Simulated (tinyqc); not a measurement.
Inside a calculation. Model: polytypes and stacking faults of a tetrahedral semiconductor in an axial Ising model with couplings up to third neighbours. Computed by tinyqc, a small Python program that keeps every step. Command: `OMP_NUM_THREADS=1 python tinyqc.py 3029697 3029698 out.jsonl polytype walk`. One thread of a shared host (Intel(R) Xeon(R) Processor @ 2.30GHz), about 0.01 s of CPU time with the checks. Intermediate numbers are printed to about 5 digits and carried at full precision; extremes and crossings named in words are read from the listed rows.

Each double layer has s = +1 or -1 for the sense of its stacking step; E per pair of atoms = E0 - sum_n J_n <s_i s_(i+n)>, n = 1, 2, 3. Hexagonality h = (1 - <s_i s_(i+1)>)/2.

Inputs (values chosen for the exercise, for a model crystal):
```
quantity,value,unit
J1,-6.09,meV/pair
J2,-0.613,meV/pair
J3,0.1,meV/pair
basal lattice constant a,3.19,angstrom
shear modulus G,123,GPa
Poisson ratio nu,0.27,-
gap of 3C,3.3,eV
gap of 4H,3.4,eV
binding energy of the fault level E_b,0.12,eV
in-plane mass m,0.4,m0
effective density of states N_c at 300 K,2.9e+19,1/cm^3
electron density n,1.8e+16,1/cm^3
temperature T,550,K
```

Host polytype: 2H.

Constants: 1 eV/angstrom^2 = 16.02176634 J/m^2; m_0 = 9.1093837015e-31 kg; hbar = 1.054571817e-34 J s; k_B = 1.380649e-23 J/K; k_B = 8.617333262e-05 eV/K.

## Energies of the polytypes

correlations of the repeat units 3C (+), 2H (+-), 4H (++--), 6H (+++---), 15R (+++--), 8H (++++----), 21R (++++---), 9R (++-):
```
,n = 1,n = 2,n = 3
3C,1.0000,1.0000,1.0000
2H,-1.0000,1.0000,-1.0000
4H,0.0000,-1.0000,0.0000
6H,0.3333,-0.3333,-1.0000
15R,0.2000,-0.6000,-0.6000
8H,0.5000,0.0000,-0.5000
21R,0.4286,-0.1429,-0.7143
9R,-0.3333,-0.3333,1.0000
```

E - E(3C) = sum_n J_n (1 - C_n), C_n = <s_i s_(i+n)>. The gap is taken linear in h between 3C (h = 0) and 4H (h = 1/2), a rough rule, with a dash beyond.

Polytypes:
```
polytype,h,E - E(3C) (meV/pair),gap by the linear rule (eV)
3C,0.0000,0.000,3.3000
2H,1.0000,-11.980,-
4H,0.5000,-7.216,3.4000
6H,0.3333,-4.677,3.3667
15R,0.4000,-5.693,3.3800
8H,0.2500,-3.508,3.3500
21R,0.2857,-4.009,3.3571
9R,0.6667,-8.937,-
```

E(2H) - E(3C) = -11.98 meV/pair

E(4H) - E(3C) = -7.216 meV/pair

E(6H) - E(3C) = -4.6773 meV/pair

The lowest is 2H, 3.043 meV/pair below 9R. J1/|J2| = -9.93: for J3 = 0 and J2 < 0 the ground state is 2H below -2, 4H between -2 and 2, and 3C above 2; at 2 itself all periods with bands of two or more layers are degenerate.

## Back from three energies to J1, J2, J3

With d2, d4, d6 the energies of 2H, 4H, 6H over 3C: d2 = 2 J1 + 2 J3, d4 = J1 + 2 J2 + J3, d6 = (2/3) J1 + (4/3) J2 + 2 J3, so J2 = (d4 - d2/2)/2, J3 = (3/4)(d6 - (2/3) d4), J1 = d2/2 - J3.

J1 recovered = -6.0900 meV/pair

J2 recovered = -0.613 meV/pair

J3 recovered = 0.100000 meV/pair

## Stacking-fault energies

fault coefficients k_n:
```
,J1,J2,J3
I1,-2,4,-6
I2,-4,4,-4
E,-6,4,-6
```

Faults in 2H: the sequences I1 (+), I2 (++), E (+++) are put between perfect repeats; k_n = (layers x C_n of the host) - sum_i s_i s_(i+n). gamma = sum k_n J_n/A, A = (sqrt 3/2) a^2; 1 meV/angstrom^2 = 16.02177 mJ/m^2.

gamma (mJ/m^2): I1 16.595, I2 39.102, E 60.882

energy of the glide fault, I2 = 39.102 mJ/m^2

The cheapest is the I1 fault.

## Splitting of a basal screw dislocation

Screw line, bounded by the I2 fault of energy gamma: b = a, partials b_p = a/sqrt 3; d = G b_p^2 (2 - 3 nu)/(8 pi gamma (1 - nu)). One partial is driven off by the shear stress gamma/b_p along its Burgers vector.

splitting width d = 6.9207 nm

stress to open the fault = 212.31 MPa

## Electronic energy gained by the fault

The fault binds electrons in a two-dimensional band E_b below the conduction edge, g2 = m m0/(pi hbar^2) for one valley. With the Fermi level held by the bulk, eta = ln[n/N_c(T)], N_c(T) = N_c (T/300)^1.5, the grand potential falls by g2 (k_B T)^2 F1(x), x = eta + E_b/(k_B T), F1(x) = integral from 0 to infinity of ln(1 + exp(x - t)) dt; sheet density g2 k_B T ln(1 + e^x). Band bending by the trapped charge is left out, so the gain is an upper bound. Net fault energy = gamma of the I2 fault less the electronic gain.

x = -5.7620

sheet density = 2.4866e+10 1/cm^2

electronic gain = 0.0018897 mJ/m^2

net fault energy = 39.100 mJ/m^2

The gain offsets 0.0048 % of the fault energy.

## Gain against electron density

The formulas are those given above.

At T:
```
n (1/cm^3),x,sheet density (1/cm^2),gain (mJ/m^2),gain/gamma,gain/gamma at T + 200 K
1.00e+14,-10.955,1.3836e+08,1.0507e-05,2.6870e-07,1.5973e-07
1.00e+15,-8.652,1.3835e+09,1.0506e-04,2.6869e-06,1.5973e-06
1.00e+16,-6.350,1.3824e+10,1.0502e-03,2.6858e-05,1.5971e-05
1.00e+17,-4.047,1.3717e+11,1.0461e-02,2.6754e-04,1.5951e-04
1.00e+18,-1.745,1.2752e+12,1.0080e-01,2.5779e-03,1.5756e-03
5.00e+18,-0.135,4.9722e+12,4.4095e-01,1.1277e-02,7.4890e-03
2.00e+19,1.251,1.1901e+13,1.2987e+00,3.3214e-02,2.5805e-02
```

For x well below 0 the gain is k_B T times the sheet density and linear in n; for x well above 0 the well fills and the gain grows only about as x^2. It stays below the fault energy in all rows; 200 K more changes it by a factor 0.59 at 1e16.

Checks made by the program: the recovered constants (relative difference below 1e-10).
